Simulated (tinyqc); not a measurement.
Pelgrom slope, floor and doping from two device sizes.

Inverse problem. s^2 = A^2/(L W) + s0^2, with s0 independent of size and A = (q/Cox) sqrt(Na Wd/3) from random dopants alone, Cox = 3.9 eps0/ti. Find A, s0 and Na.

Parameters, values chosen for the exercise: oxide-equivalent thickness in inversion ti = 2.5 nm.

Constants: q = 1.602176634e-19 C, eps0 = 8.8541878128e-14 F/cm where lengths are in cm. Results are converted to the units shown.

s for gate areas 0.00088 and 0.026 um^2 (mV): 30.8089509  5.88216235
Wd = 61.9140870 nm

Answer. s^2 is linear in 1/area: slope A^2, intercept s0^2.

A = 0.9127 mV um
s0 = 1.600 mV
Na = 3.000e17 cm^-3

tinyqc, about 0.02 s, one thread, Intel Xeon 2.30GHz (shared host): `OMP_NUM_THREADS=1 python tinyqc.py 2090169 2090170 out.jsonl`
